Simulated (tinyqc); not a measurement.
Changing the modulation frequency f: time-domain thermoreflectance: layered heat flow under a modulated pulse train, and what the signal ratio measures. Computed by tinyqc, a small Python program. Command: `OMP_NUM_THREADS=1 python tinyqc.py 3113260 3113261 out.jsonl tdtr sweep`. One thread of a shared host (Intel(R) Xeon(R) Processor @ 2.30GHz), about 0.2 s of CPU time with the checks.

Pulses repeat at 80 MHz; heat is laid down at the surface, all layers are isotropic, and the film is in perfect contact with the substrate.

Inputs (values chosen for the exercise, modelled on aluminium on silica):

| quantity | value | unit |
|---|---|---|
| metal thickness d | 110 | nm |
| metal conductivity | 120 | W/(m K) |
| metal heat capacity | 2.42 | MJ/(m^3 K) |
| boundary conductance G under the metal | 240 | MW/(m^2 K) |
| film thickness | 150 | nm |
| film conductivity | 4.1 | W/(m K) |
| film heat capacity | 2.5 | MJ/(m^3 K) |
| substrate conductivity kappa | 1.39 | W/(m K) |
| substrate heat capacity C | 1.61 | MJ/(m^3 K) |
| spot radius w (1/e^2, pump and probe) | 19 | micrometre |
| delay t | 1000 | ps |

Stack: metal, film, substrate.

Method:
- Penetration depth sqrt(kappa/(pi f C)); effusivity sqrt(kappa C); cooling time of the metal d C_m/G; Kapitza length kappa/G.
- For radial wave number k and angular frequency W each layer has u = sqrt(4 pi^2 k^2 + i W C/kappa) and gamma = kappa u. Surface impedance from below: Z = 1/gamma for the substrate; a layer of thickness L maps Z to (Z + tanh(u L)/gamma)/(1 + gamma Z tanh(u L)); a boundary adds 1/G.
- Response per absorbed watt H(W) = 2 pi int_0^(2/w) Z(k, W) exp(-pi^2 k^2 w^2) k dk by 20 Gauss-Legendre points.
- Signal: X + iY = sum_(m = -M..M) H(2 pi (f + m f_r)) exp(i 2 pi m f_r t) exp(-pi (m/M)^2 x 4), f_r = 80 MHz, M = 4000, with H(-W) the complex conjugate of H(W); V_in = X, V_out = Y, ratio = -V_in/V_out.

One run for each value:

| modulation frequency f (MHz) | ratio -V_in/V_out | phase of H(2 pi f) (degrees) | penetration depth (micrometre) |
|---|---|---|---|
| 0.30 | 0.7377 | -56.137 | 0.95710 |
| 0.55 | 0.6844 | -59.492 | 0.70687 |
| 1.00 | 0.6610 | -62.474 | 0.52423 |
| 1.80 | 0.6807 | -64.814 | 0.39074 |
| 3.30 | 0.7684 | -66.315 | 0.28858 |
| 6.00 | 0.9553 | -66.701 | 0.21401 |
| 11.00 | 1.2964 | -66.200 | 0.15806 |
| 20.00 | 1.8879 | -65.809 | 0.11722 |

Over the rows, ratio -V_in/V_out goes from 0.738 through a minimum among these rows, 0.661 at 1.00, to 1.89; phase of H(2 pi f) (degrees) goes from -56.1 through a minimum among these rows, -66.7 at 6.00, to -65.8; penetration depth (micrometre) falls from 0.957 to 0.117 (exponent d ln y / d ln x about -0.50 throughout).

Extremes, crossings and ranges named in words are read from the listed rows.
